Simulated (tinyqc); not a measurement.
# Schottky emission and Poole-Frenkel conduction in an insulator, and how to tell them apart: activation energy against field

Schottky emission (electrode-limited): J = As T^2 exp[-(pb - b sqrt(F))/Vt], b = sqrt(q/(4 pi eps0 ei)). Poole-Frenkel emission (bulk-limited): J = s0 F exp[-(pt - 2 b sqrt(F))/Vt]. F in V/cm.

The activation energy is -d ln J/d(q/kB T) at fixed F.

Inputs (values chosen for the exercise); dielectric values close to those of silicon nitride: temperature T = 325 K; high-frequency relative permittivity ei = 3.86; trap depth pt = 0.92 eV; Poole-Frenkel prefactor s0 = 2.2 S/cm; electrode barrier pb = 1.44 eV; Richardson constant As = 49 A/(cm^2 K^2).

Constants: q = 1.602176634e-19 C, kB = 1.380649e-23 J/K, Vt = kB T/q, eps0 = 8.8541878128e-14 F/cm where lengths are in cm. Results are converted to the units shown.

Activation energy against field:

| F (MV/cm) | sqrt(F) ((V/cm)^0.5) | J, Schottky (A/cm^2) | its Ea (eV) | J, Poole-Frenkel (A/cm^2) | its Ea (eV) |
|---|---|---|---|---|---|
| 0.2 | 447.2 | 5.288e-15 | 1.410 | 1.137e-6 | 0.7472 |
| 0.63 | 793.7 | 5.770e-14 | 1.343 | 4.265e-4 | 0.6134 |
| 1.05 | 1025 | 2.837e-13 | 1.298 | 0.01719 | 0.5242 |
| 1.48 | 1217 | 1.066e-12 | 1.261 | 0.3417 | 0.4501 |
| 1.91 | 1382 | 3.336e-12 | 1.229 | 4.321 | 0.3861 |
| 2.34 | 1530 | 9.236e-12 | 1.201 | 40.59 | 0.3291 |
| 2.76 | 1661 | 2.289e-11 | 1.175 | 294.1 | 0.2782 |
| 3.19 | 1786 | 5.411e-11 | 1.151 | 1899 | 0.2301 |

Read the table: what changes, and by how much?

Both activation energies fall linearly in sqrt(F), the Poole-Frenkel one twice as fast (0.747 to 0.230 eV against 1.41 to 1.15 eV). They extrapolate to pt = 0.92 eV and to pb + 2 kB T = 1.50 eV, the 2 kB T coming from the T^2. The Schottky current is the smaller one in every row. For F = 1.91, 2.34, 2.76, 3.19 a Fowler-Nordheim estimate for tunnelling through pb with a mass of 0.4 m0 exceeds the Schottky current, so tunnelling, left out here, would compete.

tinyqc, about 0.01 s, one thread, Intel Xeon 2.30GHz (shared host): `OMP_NUM_THREADS=1 python tinyqc.py 2370021 2370022 out.jsonl`
